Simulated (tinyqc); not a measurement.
Inside a calculation: special k points of the bcc lattice. Values are carried at full precision from step to step, so a last printed digit may differ when a step is redone from the rounded ones.

Lattice vectors in units of a: a1 = (-1/2, 1/2, 1/2), a2 = (1/2, -1/2, 1/2), a3 = (1/2, 1/2, -1/2); reciprocal vectors b_i with a_i . b_j = 2 pi delta_ij. Mesh: k = sum_i f_i b_i with f_i = (2 j_i + shift)/(2 N), j_i = 0 .. N-1. The point group of the lattice has 48 operations; only those that map the mesh onto itself are used.

Parameters, chosen for this exercise (the lattice of W; not measured data): N = 5 (points along each reciprocal vector); shift = 0 (half steps); D = 2.1 eV (half gap term); t = 0.35 eV (coupling); e0 = 1.29 eV (offset).

## Irreducible points and weights

Join points that an operation carries into one another (modulo reciprocal vectors); list each class by its first point in the order of (j1, j2, ...).

Irreducible points:
```
f1          f2      f3  weight
0.0000  0.0000  0.0000       1
0.0000  0.0000  0.2000      12
0.0000  0.0000  0.4000      12
0.0000  0.2000  0.2000      24
0.0000  0.2000  0.4000      24
0.2000  0.2000  0.2000       8
0.2000  0.2000  0.8000       6
0.2000  0.4000  0.6000      24
0.2000  0.6000  0.6000       8
0.4000  0.4000  0.6000       6
```

operations that keep the mesh = 48
irreducible points = 10

The weights add up to 125 = N^3; symmetry saves a factor 12.5.

## Which stars the mesh integrates

A_m(k) = sum over the m-th star of lattice vectors R of cos(k . R), stars in order of length: m = 1: |R|^2 = 0.75, 8 vectors, such as (1, 1, 1) in the basis a_i; m = 2: |R|^2 = 1, 6 vectors, such as (1, 1, 0) in the basis a_i; m = 3: |R|^2 = 2, 12 vectors, such as (2, 1, 1) in the basis a_i; m = 4: |R|^2 = 2.75, 24 vectors, such as (2, 2, 1) in the basis a_i; m = 5: |R|^2 = 3, 8 vectors, such as (2, 2, 2) in the basis a_i; m = 6: |R|^2 = 4, 6 vectors, such as (2, 2, 0) in the basis a_i. The zone mean of every A_m is zero.

Lattice vectors in units of a: a1 = (-1/2, 1/2, 1/2), a2 = (1/2, -1/2, 1/2), a3 = (1/2, 1/2, -1/2); f are fractions of the reciprocal vectors. Evaluate the first six A_m at each irreducible point (k . R = 2 pi sum f_i n_i) and form the weighted means.

A_m at the points, rows 1, 2, 3, 4, 5, 6, 7, 8, 9, 10; columns m=1, m=2, m=3, m=4, m=5, m=6:
```
[[8.000, 6.000, 12.000, 24.000, 8.000, 6.000],
 [5.236, 3.236, 2.854, 1.236, 0.764, -1.236],
 [0.764, -1.236, -3.854, -3.236, 5.236, 3.236],
 [1.618, -0.382, -1.618, -5.472, -0.618, -2.618],
 [-0.618, -2.618, 0.618, 3.472, 1.618, -0.382],
 [0.236, -4.854, 7.854, -1.854, -4.236, 1.854],
 [2.472, 2.382, -2.472, -1.528, -6.472, 4.618],
 [-2.000, 1.000, -3.000, 4.000, -2.000, 1.000],
 [-4.236, 1.854, 1.146, 4.854, 0.236, -4.854],
 [-6.472, 4.618, 6.472, -10.472, 2.472, 2.382]]
```

weighted means: m=1 0.000, m=2 0.000, m=3 0.000, m=4 0.000, m=5 0.000, m=6 0.000

All six means vanish: the mesh is exact for functions whose Fourier series ends within these stars.

## A zone average from the irreducible points

Test function, the lower band of a two-band insulator: E(k) = -sqrt(D^2 + (e0 - t A_1(k))^2).

Lattice vectors in units of a: a1 = (-1/2, 1/2, 1/2), a2 = (1/2, -1/2, 1/2), a3 = (1/2, 1/2, -1/2). Evaluate E at each point and take the weighted mean; the reference uses the unshifted mesh with N = 24.

E at the points (eV): [-2.5865, -2.1690, -2.3358, -2.2212, -2.5844, -2.4223, -2.1425, -2.8931, -3.4781, -4.1291]

weighted mean = -2.6100 eV
reference mean = -2.6100 eV

The error is 0.00 meV with 10 points.

## Checks

- Weighted mean over irreducible points against the plain mean over the whole mesh (eV): both -2.609964.
- Reference mean against a mesh of N = 30 (eV): both -2.6100.

Computed by tinyqc, a small Python program: `OMP_NUM_THREADS=1 python tinyqc.py 1682227 1682228 out.jsonl` (the numbers bound the seed that draws the inputs); one thread of a shared host (Intel(R) Xeon(R) Processor @ 2.30GHz), about 0.1 s for the whole set of steps.
